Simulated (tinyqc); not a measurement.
# From one set of inputs to another, one input at a time

Model: strain, valley repopulation and piezoresistance in a many-valley conduction band. Computed by tinyqc, a small Python program. Command: `OMP_NUM_THREADS=1 python tinyqc.py 3003297 3003298 out.jsonl valleys ladder`. One thread of a shared host (Intel(R) Xeon(R) Processor @ 2.30GHz), about 0.06 s of CPU time with the checks.

Valleys are ellipsoids with mass m_l along the axis a and m_t across it, parabolic, with one constant relaxation time; strain shifts the valleys and leaves the masses alone. Currents are taken along [111], along the load, and along [1-10], across the load.

The inputs printed are set A. Inputs not listed in the table keep their values of set A, so the rows need not describe a real material.

Inputs (values chosen for the exercise, modelled on germanium):

| quantity | value | unit |
|---|---|---|
| longitudinal mass m_l | 1.58 | m_0 |
| transverse mass m_t | 0.0841 | m_0 |
| shear deformation potential Xi_u | 16.7 | eV |
| dilation deformation potential Xi_d | -4.3 | eV |
| C11 | 129 | GPa |
| C12 | 47.9 | GPa |
| C44 | 66.7 | GPa |
| stress X (tension positive) | -200 | MPa |
| electron density n | 4.9e+16 | 1/cm^3 |
| relaxation time tau | 120 | fs |
| temperature T | 200 | K |

Valley axes: <111> (4 valleys). Load: uniaxial [111].

Constants: k_B = 8.617333262e-05 eV/K; m_0 = 9.1093837015e-31 kg; k_B = 1.380649e-23 J/K; hbar = 1.054571817e-34 J s; e = 1.602176634e-19 C.

Method:
- Compliances S11 = (C11 + C12)/((C11 - C12)(C11 + 2 C12)), S12 = -C12/((C11 - C12)(C11 + 2 C12)), S44 = 1/C44; stress sigma_ij = X n_i n_j for the unit vector n of the load; e_xx = S11 sigma_xx + S12 (sigma_yy + sigma_zz), e_xy = S44 sigma_xy/2 (tensor strain).
- Herring-Vogt shift of a valley with unit axis a: dE = Xi_d tr(e) + Xi_u a.e.a.
- Each of the 4 valleys holds n_v = N_v (2/sqrt(pi)) F_1/2((E_F - dE_v)/(k_B T)), N_v = 2 (m_d k_B T/(2 pi hbar^2))^(3/2), m_d = (m_l m_t^2)^(1/3); E_F solves sum n_v = n and is counted from the unstrained edge.
- F_j(eta) = int_0^infinity x^j/(1 + exp(x - eta)) dx, without a gamma-function factor. It is evaluated after integrating by parts.
- Integrals over x = E/(k_B T) use 160 Gauss-Legendre points in u = sqrt(x) from 0 to sqrt(max(eta, 0) + 32).
- Mobility tensor mu = e tau sum_v (n_v/n) [1/m_t + (1/m_l - 1/m_t) a a^T]; unstrained mu_0 = e tau (1/m_l + 2/m_t)/3; resistivity along d from the inverse tensor, rho_d = d.mu^-1.d/(n e), mobility along d = 1/(d.mu^-1.d); gauge pi_d = (rho_d/rho_0 - 1)/X.
- With eta_0 the reduced Fermi level without strain, r = F_-1/2(eta_0)/(2 F_1/2(eta_0)) (1 for a classical gas) and c = r (Xi_u/k_B T) (m_l - m_t)/(2 m_l + m_t): pi44 = -c S44/3, pi11 = pi12 = 0.

Each row keeps all changes above it:

| input moved | from | to | mobility along the second direction (cm^2/(V s)) | splitting (highest minus lowest) (meV) | degeneracy factor r |
|---|---|---|---|---|---|
| set A | - | - | 2031 | 22.26 | 0.9970 |
| stress X (tension positive) (MPa) | -200 | 130 | 1587 | 14.47 | 0.9970 |
| C11 (GPa) | 129 | 136 | 1587 | 14.47 | 0.9970 |
| shear deformation potential Xi_u (eV) | 16.7 | 14 | 1603 | 12.13 | 0.9970 |
| relaxation time tau (fs) | 120 | 85 | 1136 | 12.13 | 0.9970 |
| longitudinal mass m_l (m_0) | 1.58 | 1.71 | 1133 | 12.13 | 0.9971 |
| temperature T (K) | 200 | 100 | 1084 | 12.13 | 0.9919 |
| dilation deformation potential Xi_d (eV) | -4.3 | -4.7 | 1084 | 12.13 | 0.9919 |

Mobility along the second direction goes from 2030 to 1080, a factor 0.533 in all. The largest single move comes from relaxation time tau (a factor 0.708). Splitting (highest minus lowest) goes from 22.3 to 12.1, a factor 0.545 in all. The largest single move comes from stress X (tension positive) (a factor 0.650). Degeneracy factor r goes from 0.997 to 0.992, a factor 0.9949 in all. The largest single move comes from temperature T (a factor 0.9948). The single moves hold for this order of the switches; the total does not depend on the order.

Extremes, crossings and ranges named in words are read from the listed rows.
